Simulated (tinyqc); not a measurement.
# Zero-field depth and permittivity from two fields

Problem. The apparent depth of a Coulomb trap is Et - sqrt(q F/(pi eps0 eps_r)). Find Et and eps_r.

Constants: q = 1.602176634e-19 C, eps0 = 8.8541878128e-14 F/cm where lengths are in cm. Results are converted to the units shown.

apparent depth at F = 55 and 220 kV/cm (eV): 0.27945521  0.22891042

Solution. The depth is linear in sqrt(F): the intercept is Et and the slope -sqrt(q/(pi eps0 eps_r)).

Et = 0.330 eV
eps_r = 12.4

Program tinyqc, `OMP_NUM_THREADS=1 python tinyqc.py 2050002 2050003 out.jsonl`; Intel Xeon 2.30GHz, shared host, one thread, about 0.01 s.
